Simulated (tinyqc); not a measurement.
Resistance of a tapered via with liner, size effect and interface: one step of the calculation.

A round via whose diameter grows from db at the bottom as D(z) = db + 2 z/tan(ang). The fill, of diameter D - 2 tl, starts above the bottom liner (thickness fb tl) and has rho = rho0 (1 + ks lam/(D - 2 tl)); the sidewall liner conducts in parallel with it. The bottom liner and the interface are crossed over the full area pi db^2/4. Spreading in the lines above and below is left out.

Task. Slices of the via. Slices between z0 = fb tl and hv, evaluated at their midpoints: conductance per length pi/4 [(D - 2 tl)^2/rho + (D^2 - (D - 2 tl)^2)/rl], slice resistance = slice height over that. 8 slices.

Inputs (values chosen for the exercise); fill metal close to molybdenum:
```
symbol  value     unit                                        meaning
db         14       nm                         diameter at the bottom
hv         21       nm                                         height
ang        89  degrees                                 sidewall angle
rho0     5.35  uohm cm                   bulk resistivity of the fill
lam      10.9       nm                     mean free path of the fill
ks        1.4                                      size-effect factor
tl        0.5       nm                          liner on the sidewall
fb        0.7           liner at the bottom over that on the sidewall
rl        400  uohm cm                       resistivity of the liner
```

Give: z; D; rho; slice resistance.

Result.

```
slice  z (nm)  D (nm)  rho (uohm cm)  slice resistance (ohm)
0      1.6406  14.057         11.603                  2.2263
1      4.2219  14.147         11.560                  2.1879
2      6.8031  14.237         11.517                  2.1504
3      9.3844  14.328         11.476                  2.1139
4      11.966  14.418         11.435                  2.0782
5      14.547  14.508         11.394                  2.0434
6      17.128  14.598         11.354                  2.0094
7      19.709  14.688         11.314                  1.9762
```

Program tinyqc, `OMP_NUM_THREADS=1 python tinyqc.py 2750058 2750059 out.jsonl`; Intel Xeon 2.30GHz, shared host, one thread, about 0.01 s.
